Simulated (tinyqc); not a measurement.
Length of a molecular wire: coherent transport through a tight-binding bridge. Computed by the program tinyqc. 

A uniform bridge between two chains:
```
parameter                        value
site energy (eV)              0.720000
hopping in the bridge (eV)    1.100000
lead hopping (eV)             2.410000
couplings (eV)              1.15, 0.31
E (eV)                        0.280000
```

T = Gamma_L Gamma_R |G_1n|^2 with the self-energies of semi-infinite chains.

Transmission against length:
```
sites           T    ln T
2      9.4675e-02  -2.357
3      9.0976e-02  -2.397
4      1.6193e-01  -1.821
5      6.8455e-02  -2.682
6      2.5585e-01  -1.363
7      6.5949e-02  -2.719
8      1.9402e-01  -1.640
9      8.1194e-02  -2.511
10     1.0932e-01  -2.213
```

E lies inside the band of the bridge (|E - e|/2h = 0.200 < 1): T does not decay but oscillates with length, between 0.066 and 0.256 here, as levels of the bridge pass E.
